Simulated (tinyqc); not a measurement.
Magnetisation curve: two coupled magnetic layers: synthetic antiferromagnet, spin flop, exchange bias and magnetoresistance. Computed by tinyqc, a small Python program. Command: `OMP_NUM_THREADS=1 python tinyqc.py 3003777 3003778 out.jsonl saf walk`. One thread of a shared host (Intel(R) Xeon(R) Processor @ 2.30GHz), about 0.3 s of CPU time with the checks.

Moments lie in the plane at the angles p1, p2 from the field. Energy per area: E = J1 cos(p1 - p2) + J2 cos^2(p1 - p2) - B M_s (t1 cos p1 + t2 cos p2) + K (t1 sin^2 p1 + t2 sin^2 p2).

Inputs (values chosen for the exercise, for a model stack): saturation magnetisation M_s = 1190 kA/m; thickness t1 = 2.1 nm; thickness t2 = 1.5 nm; antiferromagnetic coupling J1 = 0.48 mJ/m^2; biquadratic coupling J2 = 0 mJ/m^2; in-plane anisotropy K = 1.5 kJ/m^3; field over the saturation field = 0.6.

Field direction: along the easy axis.

Method. The parallel state is stable while the Hessian at p1 = p2 = 0 is positive: with c = J1 + 2 J2 and u = B M_s + 2K, (u t1 - c)(u t2 - c) > c^2, so B_sat M_s = c (1/t1 + 1/t2) - 2K. B_K = 2K/M_s. The lowest minimum of E over both angles (from five starts; of two mirror images the one with p1 >= 0, and for equal layers |p1| <= |p2|).

saturation field B_sat = 458.463 mT

Equilibrium states:
```
B/B_sat  B (mT)  p1 (degrees)  p2 (degrees)  m/m_sat
0.02       9.17         0.000       -180.00   0.1667
0.06      27.51         0.000       -180.00   0.1667
0.12      55.02         0.000       -180.00   0.1667
0.20      91.69        11.062       -163.54   0.1729
0.30     137.54        40.891       -110.73   0.2935
0.45     206.31        44.938        -85.13   0.4483
0.60     275.08        41.105        -67.45   0.5994
0.80     366.77        30.190        -44.81   0.7998
0.95     435.54        15.281        -21.66   0.9500
1.10     504.31         0.000          0.00   1.0000
```

What follows from these numbers?

The collinear state is the lowest in 3 row(s), with m/m_sat = (t1 - t2)/(t1 + t2) = 0.167; then the moments are canted and close at B_sat. The largest gap between m/m_sat and B/B_sat in the canted rows is 0.027.

Extremes, crossings and ranges named in words are read from the listed rows.
